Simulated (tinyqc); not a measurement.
Round or elliptic silicon nanowire with anisotropic valleys (Ritz method): one step. Matrices of three even functions. Three cases, with inputs chosen for the exercise.

Problem. Basis 1, u^2, v^2 times (1 - u^2 - v^2); form S and H for the chosen group.

Wire along x = [110] on a (001) wafer, y = [-110], z = [001]. Valley groups (w = inverse masses): A, two valleys along z: w_y = 1/mt, w_z = 1/ml, m_x = mt; B, four valleys in the wafer plane: w_y = (1/ml + 1/mt)/2, w_z = 1/mt, m_x = (ml + mt)/2.

Hard wall on the ellipse (y/a)^2 + (z/b)^2 = 1, c = hbar^2/2m0. With u = y/a, v = z/b the operator is -c [(w_y/a^2) d2/du2 + (w_z/b^2) d2/dv2] on the unit disc. Basis (1 - u^2 - v^2) u^i v^j; S, X and Y are the disc integrals of f f', (df/du)(df'/du) and (df/dv)(df'/dv), from the integral of u^p v^q = 2 Gamma((p+1)/2) Gamma((q+1)/2)/((p + q + 2) Gamma((p+q+2)/2)) for even p, q; H = c (w_y X/a^2 + w_z Y/b^2).

Constants: hbar^2/2m0 = 3.80998211 eV angstrom^2.

Give: S; H.

Case 1.

Values chosen (near those of a Si nanowire; shifted at random, so the results belong to these values and not to a real crystal): ml = 0.911 m0 (longitudinal mass); mt = 0.187 m0 (transverse mass); a = 34 angstrom (semi-axis along y); b = 25 angstrom (semi-axis along z); group = B (valley group worked out).

Solution.

S:
```
            1       u^2       v^2
1    1.047198  0.130900  0.130900
u^2  0.130900  0.039270  0.013090
v^2  0.130900  0.013090  0.039270
```

H (meV):
```
            1      u^2      v^2
1    135.7799  22.6300  22.6300
u^2   22.6300  14.0475   2.8287
v^2   22.6300   2.8287  25.5549
```

Case 2.

Values chosen (near those of a Si nanowire; shifted at random, so the results belong to these values and not to a real crystal): ml = 0.906 m0 (longitudinal mass); mt = 0.187 m0 (transverse mass); a = 37 angstrom (semi-axis along y); b = 37 angstrom (semi-axis along z); group = B (valley group worked out).

Solution.

S:
```
            1       u^2       v^2
1    1.047198  0.130900  0.130900
u^2  0.130900  0.039270  0.013090
v^2  0.130900  0.013090  0.039270
```

H (meV):
```
           1      u^2      v^2
1    74.9576  12.4929  12.4929
u^2  12.4929   9.3853   1.5616
v^2  12.4929   1.5616  12.4773
```

Case 3.

Values chosen (near those of a Si nanowire; shifted at random, so the results belong to these values and not to a real crystal): ml = 0.934 m0 (longitudinal mass); mt = 0.188 m0 (transverse mass); a = 34 angstrom (semi-axis along y); b = 37 angstrom (semi-axis along z); group = B (valley group worked out).

Solution.

S:
```
            1       u^2       v^2
1    1.047198  0.130900  0.130900
u^2  0.130900  0.039270  0.013090
v^2  0.130900  0.013090  0.039270
```

H (meV):
```
           1      u^2      v^2
1    79.5868  13.2645  13.2645
u^2  13.2645  10.4876   1.6581
v^2  13.2645   1.6581  12.7252
```

Computed by tinyqc, one run a case: `OMP_NUM_THREADS=1 python tinyqc.py N N+1 out.jsonl` with N = 1282570, 1282755, 1282799; one thread of a shared Intel(R) Xeon(R) Processor @ 2.30GHz, about 0.06 s a run at most.
